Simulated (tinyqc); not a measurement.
Inside a calculation: band edges of strained Si(1-x)Ge(x) on relaxed Si(1-y)Ge(y). Values are carried at full precision from step to step, so a last printed digit may differ when a step is redone from the rounded ones.

Values are linear in the Ge fraction but for ED(x) = linear - CD x (1 - x) and a(x) = linear - Ca x (1 - x). Energies are on the common scale of Ev.

Inputs chosen for the exercise (end members near Si and Ge, in this order; the results hold for these values, not for the real material): a = (5.437, 5.653) angstrom (lattice constant); Dso = (0.043, 0.293) eV (spin-orbit splitting); av = (2.5, 1.23) eV (valence hydrostatic potential); b = (-2.13, -2.52) eV (tetragonal shear potential); d = (-4.77, -5.31) eV (trigonal shear potential); C11 = (167.7, 128.2) GPa; C12 = (63, 48.2) GPa; C44 = (79.5, 65.8) GPa; Ev = (0, 0.62) eV (top of the unstrained valence band); ED = (1.167, 0.934) eV (gap to the Delta valleys); EL = (1.983, 0.734) eV (gap to the L valleys); aD = (1.69, 1.2) eV (hydrostatic potential of the Delta gap); aL = (-3.15, -2.65) eV (hydrostatic potential of the L gap); XuD = (9.21, 9.17) eV (uniaxial potential, Delta); XuL = (15.54, 15.08) eV (uniaxial potential, L); CD = 0.179 eV (bowing of the Delta gap); Ca = 0 angstrom (bowing of the lattice constant); x = 0.81 (Ge fraction of the layer); y = 0.76 (Ge fraction of the relaxed buffer); face = 001 (growth face).

## Values of the layer and the buffer

Interpolate at x and at y.

Interpolated values (a in angstrom, C11, C12, C44 in GPa, all else in eV):
```
symbol     layer    buffer
a         5.6120    5.6012
Dso       0.2455    0.2330
av        1.4713    1.5348
b        -2.4459   -2.4264
d        -5.2074   -5.1804
C11     135.7050  137.6800
C12      51.0120   51.7520
C44      68.4030   69.0880
Ev        0.5022    0.4712
ED        0.9507    0.9573
EL        0.9713    1.0338
aD        1.2931    1.3176
aL       -2.7450   -2.7700
XuD       9.1776    9.1796
XuL      15.1674   15.1904
```

## Strain of the layer on a (001) buffer

Coherent growth on a (001) face: e_par = (a(y) - a(x))/a(x), e_perp = -2 (C12/C11) e_par; exx = eyy = e_par, ezz = e_perp, no shear.

Use the elastic constants of the layer.

e_par = -0.001924
e_perp = 0.001447

strain tensor in the cubic axes, rows x, y, z and columns alike:
$$\begin{pmatrix}
-0.001924 & 0.000000 & 0.000000 \\
0.000000 & -0.001924 & 0.000000 \\
0.000000 & 0.000000 & 0.001447
\end{pmatrix}$$

The layer is under compression in the plane; its volume changes by -0.240 %.

## Conduction valleys of the layer

A valley with unit axis u lies at Ev + gap + (av + a_valley) tr(e) + Xu (u.e.u - tr(e)/3); the Delta axes are x, y, z and the L axes [111], [1-1-1], [-11-1], [-1-11]. The second-order shift of the Delta valleys under shear is left out; it lowers the pair normal to the sheared plane by tens of meV at a shear of 1 %.

Give the hydrostatic shifts, the uniaxial shifts and the edges.

hydrostatic shifts of Delta and L (eV): [-0.0066, 0.0031]

uniaxial shifts (eV): Delta x -0.0103, Delta y -0.0103, Delta z 0.0206, L [111] 0.0000, L [1-1-1] 0.0000, L [-11-1] 0.0000, L [-1-11] 0.0000

valley edges (eV): Delta x 1.4360, Delta y 1.4360, Delta z 1.4669, L [111] 1.4766, L [1-1-1] 1.4766, L [-11-1] 1.4766, L [-1-11] 1.4766

The lowest set is Delta4 (the digit counts whole valleys) at 1.4360 eV; the Delta valleys spread over 31 meV and the L valleys over 0 meV.

## Valence edges of the layer

Valence edges: Ev plus the levels of the 6 x 6 matrix of X, Y, Z times spin with -Dso/3 + l exx + m (eyy + ezz) on the diagonal (cyclic), n exy off it, l = av + 2 b, m = av - b, n = sqrt(3) d. Spin-orbit term (Dso/3) L.sigma on X, Y, Z with (L_k)_ij = -i epsilon_kij: <X+|H|Y+> = -i Dso/3, <X+|H|Z-> = Dso/3, <Y+|H|Z-> = -i Dso/3, <Z+|H|X-> = -Dso/3, <Z+|H|Y-> = i Dso/3, <X-|H|Y-> = i Dso/3, and their conjugates; + and - are the spin along z.

Give the strain block and the three twofold edges.

strain block (eV), rows X, Y, Z and columns alike:
$$\begin{pmatrix}
0.0047 & 0 & 0 \\
0 & 0.0047 & 0 \\
0 & 0 & -0.0200
\end{pmatrix}$$

edges from the top (eV): [0.5069, 0.4910, 0.2526]

The top two edges are split by 16 meV.

## Gap and offsets against the buffer

Buffer: Ev(y) and Ec = Ev(y) + min(ED, EL). dEc = Ec(buffer) - Ec(layer), dEv = Ev(layer) - Ev(buffer); positive values confine the carrier in the layer; type I if both have one sign.

gap of the strained layer = 0.9291 eV
gap of the buffer = 0.9573 eV
dEc = -0.0075 eV
dEv = 0.0357 eV

Type II: electrons collect in the buffer (7 meV) and holes in the layer (36 meV). The relaxed layer would have a gap of 0.951 eV, so strain has moved it by -22 meV. An offset this small is within the spread of published parameter sets, so the type is not settled by this model.

## Checks

- Mean of the three Delta edges against the hydrostatic shift alone (eV): both 1.44628.

Computed by tinyqc, a small Python program: `OMP_NUM_THREADS=1 python tinyqc.py 1051563 1051564 out.jsonl` (the numbers bound the seed that draws the inputs); one thread of a shared host (Intel(R) Xeon(R) Processor @ 2.30GHz), about 0.01 s for the whole set of steps.
